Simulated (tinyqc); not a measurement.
Free and trapped electrons in a MOS channel with a dense trap tail: two steps of the calculation.

p-type body, charge-sheet picture, full ionisation (an idealisation for deep acceptors), Boltzmann statistics for free electrons. e = Ec - EF at the surface. Acceptor-like traps of density D(E) = D0 + De exp(-E/Ew) at depth E below Ec, from 0 to Eu, hold n_t = integral of D(E)/(1 + exp((e - E)/Vt)). psi = Eg - Vt ln(Nv/Na) - e; N_dep = sqrt(2 eps0 eps_r Na (psi - Vt)/q); n_f = sqrt(N_dep^2 + 2 eps0 eps_r Vt Nc exp(-e/Vt)/q) - N_dep; Vg = Vfb + psi + q (N_dep + n_t + n_f)/Cox, Cox = eps0 eox/tox.

Values chosen for this exercise; band and dielectric values close to those of 4H silicon carbide:
- T = 300 K (temperature)
- Eg = 3.22 eV (band gap)
- eps_r = 9.56 (relative permittivity)
- Nc = 1.71e19 cm^-3 (conduction-band density of states at T)
- Nv = 2.49e19 cm^-3 (valence-band density of states at T)
- eox = 3.9 (relative permittivity of the insulator)
- tox = 73 nm (insulator thickness)
- Na = 1e17 cm^-3 (acceptor density)
- Vfb = -2.16 V (flat-band voltage without trapped charge)
- D0 = 1.2e11 cm^-2 eV^-1 (constant background density of acceptor-like traps)
- De = 1.2e13 cm^-2 eV^-1 (density of the tail at the conduction edge)
- Ew = 0.07 eV (decay energy of the tail)
- Eu = 0.71 eV (depth below Ec down to which the traps reach)
- mf = 88 cm^2/(V s) (mobility of free electrons)
- e = 0.092 eV (Ec - EF at the surface)

Constants: q = 1.602176634e-19 C, kB = 1.380649e-23 J/K, Vt = kB T/q, eps0 = 8.8541878128e-14 F/cm where lengths are in cm. Results are converted to the units shown.

Question 1. Trapped charge. Trapezoid rule on 15 equal steps from 0 to Eu, f = 1/(1 + exp((e - E)/Vt)).

Give: E; D(E) f; n_t.

Answer 1.

```
point	E (eV)	D(E) f (cm^-2 eV^-1)
0	0	3.356e11
1	0.04733	9.388e11
2	0.09467	1.695e12
3	0.1420	1.484e12
4	0.1893	9.017e11
5	0.2367	5.262e11
6	0.2840	3.274e11
7	0.3313	2.255e11
8	0.3787	1.737e11
9	0.4260	1.473e11
10	0.4733	1.339e11
11	0.5207	1.271e11
12	0.5680	1.236e11
13	0.6153	1.218e11
14	0.6627	1.209e11
15	0.7100	1.205e11
```

n_t = 3.443e11 cm^-2

Question 2. Charges and gate voltage. psi, N_dep, n_f and Vg as defined, with the n_t given; free share n_f/(n_f + n_t); apparent mobility mf n_f/(n_f + n_t); gate voltage spent on traps q n_t/Cox.

n_t = 3.4433060e11 cm^-2

Find: psi; N_dep; n_f; Vg; free share; apparent mobility; gate voltage spent on traps.

Answer 2.

psi = 2.9854 V
N_dep = 1.7684e12 cm^-2
n_f = 3.7216e10 cm^-2
Vg = 8.1072 V
free share = 9.7541 %
apparent mobility = 8.5836 cm^2/(V s)
gate voltage spent on traps = 1.1663 V

Numbers from tinyqc (`OMP_NUM_THREADS=1 python tinyqc.py 2222010 2222011 out.jsonl`; about 0.02 s on one thread of a shared Intel Xeon 2.30GHz).
